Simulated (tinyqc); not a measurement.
Which current rules in forward bias: trap-assisted generation and recombination current of an abrupt junction. Computed by tinyqc, a small Python program. Command: `OMP_NUM_THREADS=1 python tinyqc.py 3001415 3001416 out.jsonl junctionleak walk`. One thread of a shared host (Intel(R) Xeon(R) Processor @ 2.30GHz), about 0.01 s of CPU time with the checks.

Depletion approximation, flat quasi-Fermi levels across the depleted layer, long neutral regions with minority lifetimes tau_n and tau_p, full ionisation and Boltzmann statistics. Voltages in exponents stand for e V.

Inputs (values chosen for the exercise, with bands and screening modelled on InP):

| quantity | value | unit |
|---|---|---|
| gap E_g | 1.37 | eV |
| electron mass m_e | 0.0804 | m_0 |
| valleys M_c | 1 | - |
| hole mass m_h | 0.579 | m_0 |
| dielectric constant eps | 12.9 | - |
| acceptor density N_A | 2.5e+17 | cm^-3 |
| donor density N_D | 2.3e+17 | cm^-3 |
| capture time tau_n | 2.1e-07 | s |
| capture time tau_p | 1.2e-06 | s |
| trap level E_t - E_i | 0.046 | eV |
| electron diffusion coefficient D_n | 8.9 | cm^2/s |
| hole diffusion coefficient D_p | 1.9 | cm^2/s |
| temperature T | 300 | K |
| tunnelling mass m_t | 0.17 | m_0 |

Field enhancement: Hurkx tunnelling factor.

Constants: k_B = 8.617333262e-05 eV/K; m_0 = 9.1093837015e-31 kg; k_B = 1.380649e-23 J/K; h = 6.62607015e-34 J s; e = 1.602176634e-19 C; eps_0 = 8.8541878128e-12 F/m; hbar = 1.054571817e-34 J s.

Method:
- N_c = 2 M_c (2 pi m_e k_B T/h^2)^(3/2) and N_v = 2 (2 pi m_h k_B T/h^2)^(3/2), masses in units of m_0.
- n_i = sqrt(N_c N_v) exp(-E_g/2 k_B T); V_bi = (k_B T/e) ln(N_A N_D/n_i^2); diffusion saturation current J_d0 = e n_i^2 [sqrt(D_n/tau_n)/N_A + sqrt(D_p/tau_p)/N_D].
- W = sqrt(2 eps eps_0 (V_bi - V)(1/N_A + 1/N_D)/e), x_p = W N_D/(N_A + N_D), x_n = W - x_p, peak field F_m = 2 (V_bi - V)/W; reverse bias means V = -V_r.
- Both capture times are divided by 1 + Gamma, Gamma = 2 sqrt(3 pi) (F/F_G) exp((F/F_G)^2), F_G = sqrt(24 m_t (k_B T)^3)/(e hbar) (the low-field Hurkx form), F being the local field, linear in x from 0 at the edges to F_m.
- Potential from the p edge: phi = (V_bi - V) x^2/(x_p W) on the p side and (V_bi - V)[1 - (W - x)^2/(x_n W)] on the n side; p = N_A exp(-phi/k_B T), n = n_i^2 exp(V/k_B T)/p; U = (n p - n_i^2)/[tau_p (n + n_i exp(dE/k_B T)) + tau_n (p + n_i exp(-dE/k_B T))], dE = E_t - E_i, n1 = n_i exp(dE/k_B T), p1 = n_i exp(-dE/k_B T); J_t = e int U dx by the trapezoid rule on 400 intervals on each side.
- J_d = J_d0 (exp(V/k_B T) - 1). Ideality n = (e/k_B T) dV/d ln J, central difference of 1 mV. The rows stop just below the bias where n = 0.1 p or tau_p n = 0.1 tau_n p at the p edge, or the like at the n edge.

k_B T = 0.0258520 eV

n_i = 7.81681e+06 cm^-3

J_d0 = 3.08485e-19 A/cm^2

Forward characteristic:

| V (V) | J_t (A/cm^2) | J_d (A/cm^2) | ideality of J_t | ideality of the sum |
|---|---|---|---|---|
| 0.23 | 2.8117e-10 | 2.2543e-15 | 1.9260 | 1.9260 |
| 0.36 | 3.5469e-09 | 3.4432e-13 | 2.0110 | 2.0108 |
| 0.49 | 4.3054e-08 | 5.2586e-11 | 2.0144 | 2.0119 |
| 0.62 | 5.2444e-07 | 8.0311e-09 | 2.0079 | 1.9778 |
| 0.75 | 6.4627e-06 | 1.2265e-06 | 1.9953 | 1.7219 |
| 0.88 | 8.1492e-05 | 1.8732e-04 | 1.9696 | 1.1754 |
| 1.01 | 1.0806e-03 | 2.8608e-02 | 1.9173 | 1.0177 |
| 1.14 | 1.4661e-02 | 4.3691e+00 | 2.0730 | 1.0017 |

Diffusion overtakes recombination between 0.75 and 0.88 V, and the ideality of the sum goes from 1.93 to 1.00, with a maximum of 2.01 at 0.49 V. The ideality of J_t alone lies between 1.92 and 2.07. Caution: one side is doped near or above its effective density of states, so Boltzmann statistics understate V_bi.

Extremes, crossings and ranges named in words are read from the listed rows.
